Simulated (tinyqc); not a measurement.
What moves lifetime and leakage: Shockley-Read-Hall recombination through one deep level.

One level at Et with degeneracy 1: tn = 1/(sn vth Nt), tp = 1/(sp_ vth Nt), n1 = Nc exp((Et - Eg)/kT), p1 = Nv exp(-Et/kT), ni^2 = n1 p1. Equilibrium p0 = Nm, n0 = ni^2/Nm; n = n0 + dn, p = p0 + dn. U = (n p - ni^2)/(tp (n + n1) + tn (p + p1)), lifetime dn/U; emission rates en = sn vth n1, ep = sp_ vth p1.

Constants: kB = 8.617333262e-05 eV/K.

Values chosen for the exercise (gap and densities of states near those of Si at this temperature; shifted at random, so the results belong to these values and not to a real crystal): Eg = 1.118 eV (gap); Nc = 2.67e+19 1/cm^3 (conduction-band density of states); Nv = 1.17e+19 1/cm^3 (valence-band density of states); T = 300 K; Et = 0.769 eV (recombination level above Ev); Nt = 4.5e+14 1/cm^3 (defects); sn = 7.1e-15 cm^2 (electron capture cross-section); sp_ = 1.3e-16 cm^2 (hole capture cross-section); vth = 24000000 cm/s (thermal velocity, both carriers); Nm = 6e+15 1/cm^3 (equilibrium holes for the lifetime steps); dn = 4.6e+14 1/cm^3 (excess pairs).

G = Nt en ep/(en + ep).

Results for these values:

| case | lifetime (microsecond) | G (1/(cm^3 s)) |
|---|---|---|
| base | 0.06779 | 1.98e+12 |

What happens to each result for sp_ = 2.6e-16 cm^2, all else kept?

Answer: lifetime falls from 0.06779 to 0.04042; G rises from 1.98e+12 to 3.96e+12.

The same for each parameter in turn:

| case | lifetime (microsecond) | G (1/(cm^3 s)) |
|---|---|---|
| base | 0.06779 | 1.98e+12 |
| Et = 0.809 eV | 0.08272 | 4.22e+11 |
| sn = 1.42e-14 cm^2 | 0.06127 | 1.98e+12 |
| sp_ = 2.6e-16 cm^2 | 0.04042 | 3.96e+12 |
| Nt = 2.25e+14 1/cm^3 | 0.1356 | 9.91e+11 |
| Nm = 1.8e+16 1/cm^3 | 0.03220 | 1.98e+12 |
| dn = 1.38e+15 1/cm^3 | 0.1498 | 1.98e+12 |

Computed by tinyqc, a small Python program: `OMP_NUM_THREADS=1 python tinyqc.py 1682485 1682486 out.jsonl` (the numbers bound the seed that draws the inputs); one thread of a shared host (Intel(R) Xeon(R) Processor @ 2.30GHz), about 0.01 s for the whole set of steps.
